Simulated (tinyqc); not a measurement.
Dispersion and weight of the plasmon: plasmons of a degenerate electron gas in the random-phase approximation.

Zero temperature, parabolic band: kF = (3 pi^2 n)^(1/3), EF = c kF^2/m, Ep^2 = 8 pi c e2 n/(m eb), qTF^2 = 6 pi e2 n/(eb EF), c = hbar^2/2m0, e2 = e^2/(4 pi eps0), n in 1/angstrom^3 (1e-24 per 1/cm^3).

Lindhard function: eps(q, E)/eb = 1 + (qTF/q)^2 (f1 + i f2) with z = q/(2 kF), u = E/(hbar vF q), hbar vF = 2 c kF/m; f1 = 1/2 + [h(z - u) + h(z + u)]/(8 z), h(x) = (1 - x^2) ln|(x + 1)/(x - 1)|; f2 = pi u/2 for z + u < 1, (pi/(8 z))(1 - (z - u)^2) for |z - u| < 1 < z + u, else 0. Pairs exist for c (q^2 - 2 q kF)/m < E < c (q^2 + 2 q kF)/m.

Constants: hbar^2/2m0 = 3.80998211 eV angstrom^2; e^2/(4 pi eps0) = 14.39964547 eV angstrom.

Parameters, chosen for this exercise (out of a larger set: mass and background constant near those of InAs; polar phonons, which mix with the plasmon in the real crystal, and the rise of the mass with filling are left out; not measured data): n = 1.2e+18 1/cm^3 (electron density); m = 0.0258 m0 (mass); eb = 12.4 (background dielectric constant).

Short formula: E^2 = Ep^2 + (3/5)(hbar vF q)^2 + (c q^2/m)^2; qc is where the plasmon meets the top of the continuum. The weight is the share of the f-sum that the plasmon carries, 2E/(Ep^2 d(eps/eb)/dE); a dash marks no undamped root.

Energies (meV):

| q (1/angstrom) | q/kF | top of continuum | plasmon | short formula | weight |
|---|---|---|---|---|---|
| 0.00104 | 0.032 | 10.26 | 72.34 | 72.34 | 1.000 |
| 0.00259 | 0.079 | 26.14 | 74.55 | 74.51 | 0.999 |
| 0.00415 | 0.126 | 42.84 | 78.67 | 78.44 | 0.993 |
| 0.00571 | 0.174 | 60.26 | 84.69 | 83.90 | 0.975 |
| 0.00726 | 0.221 | 78.28 | 92.63 | 90.63 | 0.929 |
| 0.00830 | 0.252 | 90.76 | 99.19 | 95.77 | 0.865 |
| 0.00934 | 0.284 | 103.6 | 107.0 | 101.4 | 0.737 |
| 0.0101 | 0.307 | 113.1 | 113.8 | 105.7 | 0.520 |
| 0.0114 | 0.347 | 129.9 | - | 113.5 | - |
| 0.0135 | 0.411 | 158.0 | - | 127.3 | - |

qc = 0.01037 1/angstrom

What does the comparison show?

Ep = 71.92 meV. The plasmon rises from 72.34 to 113.8 meV just before qc, 58 % above Ep. The short formula errs by -0.93 % at q/kF = 0.17 and -7.10 % next to qc. The weight falls from 1.000 to 0.520 as pairs take over the sum.

Run: tinyqc, `OMP_NUM_THREADS=1 python tinyqc.py 1650230 1650231 out.jsonl`; Intel(R) Xeon(R) Processor @ 2.30GHz, one thread, shared host; about 0.01 s of CPU time with all checks.
